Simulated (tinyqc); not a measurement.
Lossy package transmission line with skin effect: one step of the calculation.

A uniform line in a homogeneous dielectric: c = sqrt(er)/(c0 Z0), l = Z0 sqrt(er)/c0 (c0 = 299792458 m/s), g = w c td, w = 2 pi f. The resistance joins its limits as r = sqrt(r_dc^2 + r_hf^2), with r_dc = rho/(wd th), r_hf = kr rho/(2 delta (wd + th)), delta = sqrt(rho/(pi f mu0)), mu0 = 4 pi 1e-7 H/m; this is an interpolation, and internal inductance, up to 0.05 nH/mm at low frequency, is neglected.

Question. Line constants. delta, r_dc, r_hf, r, l, c and g as defined.

Values chosen for this exercise:
```
symbol  value     unit                                  meaning
wd         37       um                       width of the strip
th         13       um                   thickness of the strip
rho       2.2  uohm cm                              resistivity
er          3                             relative permittivity
td          0                                      loss tangent
Z0         35      ohm             lossless impedance sqrt(l/c)
kr        1.2           factor for crowding and the return path
f        0.86      GHz                                frequency
```

Wanted: delta; r_dc; r_hf; r; l; c; g.

Answer.

delta = 2.5456 um
r_dc = 0.045738 ohm/mm
r_hf = 0.10371 ohm/mm
r = 0.11335 ohm/mm
l = 0.20221 nH/mm
c = 165.07 pF/m
g = 0 S/m

r is 2.48 times r_dc; the skin depth is 0.196 of the thickness.

tinyqc, about 0.01 s, one thread, Intel Xeon 2.30GHz (shared host): `OMP_NUM_THREADS=1 python tinyqc.py 2810142 2810143 out.jsonl`
